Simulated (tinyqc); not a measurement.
Pull-up strength from the switching point.

Problem. Transistor (EKV form, voltages against the body): I = 2 n b Vt^2 [F(vp - Vs) - F(vp - Vd)] from drain to source, F(v) = ln^2(1 + exp(v/(2 Vt))), vp = (Vg - VT + sg |Vd - Vs|)/n. n-channel bodies are at 0; for the p-channel device all voltages are counted down from Vdd. b in uA/V^2 gives I in uA. In an inverter In(Vg = Vd = VM) equals Ip at the switching point VM. Find bp and the current there.

Inputs (values chosen for the exercise):
- T = 300 K (temperature)
- Vdd = 0.4 V (supply voltage)
- n = 1.11 (slope factor)
- sg = 0.054 (drain-induced barrier lowering)
- VTn = 0.41 V (n-channel threshold)
- VTp = 0.37 V (p-channel threshold (magnitude))
- bn = 170 uA/V^2 (gain factor of the pull-down transistor)

Constants: q = 1.602176634e-19 C, kB = 1.380649e-23 J/K, Vt = kB T/q. Results are converted to the units shown.

VM = 0.222548882 V

Answer. Ip is proportional to bp, so bp is In(VM) over the p-channel current for unit b.

bp = 220 uA/V^2
current at VM = 5.33e-4 uA

tinyqc, about 0.04 s, one thread, Intel Xeon 2.30GHz (shared host): `OMP_NUM_THREADS=1 python tinyqc.py 2340040 2340041 out.jsonl`
